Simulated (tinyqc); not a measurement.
Metal-interlayer-semiconductor contact, depinning against tunnelling resistance: one step of the calculation.

Zero bias, n-type semiconductor. Gap states at the semiconductor surface thin out as exp(-be ti), which unpins the barrier; electrons must then cross the interlayer (a rectangular barrier, no voltage drop across it) and the parabolic depleted layer, both by WKB. Energies E are counted from the Fermi level; no image force, parabolic bands.

Question. Pinning, barrier and scales. S = 1/(1 + (1/S0 - 1) exp(-be ti)); phiB = S (phiM - chi) + (1 - S)(Eg - E0); xi = Ec - EF deep inside, from Nd = Nc F(-xi/Vt), F(x) = (2/sqrt(pi)) int_0^infinity sqrt(u) du/(1 + exp(u - x)); band bending U = phiB - xi; E00 = (hbar/2) sqrt(Nd/(eps0 eps_r mt m0)) in volts; A = 4 pi q mA m0 kB^2/h^3.

Inputs (values chosen for the exercise); semiconductor values close to those of germanium; interlayer mass of the order of that in lanthanum oxide, offset chosen freely:
- T = 300 K (temperature)
- Eg = 0.636 eV (band gap)
- eps_r = 15.4 (relative permittivity)
- chi = 3.97 eV (electron affinity)
- Nc = 1.04e19 cm^-3 (conduction-band density of states at T)
- mt = 0.121 m0 (tunnelling mass in the semiconductor)
- mA = 1.1 m0 (Richardson mass)
- Nd = 1.9e20 cm^-3 (donor density)
- E0 = 0.089 eV (charge-neutrality level above the valence band)
- S0 = 0.051 (pinning factor without interlayer)
- phiM = 4.17 eV (metal work function)
- ti = 1.1 nm (interlayer thickness)
- be = 3.6 1/nm (decay constant of gap states through the interlayer)

Constants: q = 1.602176634e-19 C, kB = 1.380649e-23 J/K, eps0 = 8.8541878128e-12 F/m, hbar = 1.054571817e-34 J s, h = 6.62607015e-34 J s, m0 = 9.1093837015e-31 kg, Vt = kB T/q. Results are converted to the units shown.

Wanted: S; phiB; xi; U; E00; A.

Answer.

S = 0.73816
phiB = 0.29086 eV
xi = -0.21421 eV
U = 0.50507 eV
E00 = 0.18748 eV
A = 132.19 A/(cm^2 K^2)

Range of the model: The depletion charge would drop about 0.32 V across such an interlayer (eps_r near 25) at ti = 1.1 nm and Nd = 1.9e20 cm^-3, against a band bending of 0.51 V; this model leaves that drop out.

tinyqc, about 0.02 s, one thread, Intel Xeon 2.30GHz (shared host): `OMP_NUM_THREADS=1 python tinyqc.py 2270074 2270075 out.jsonl`
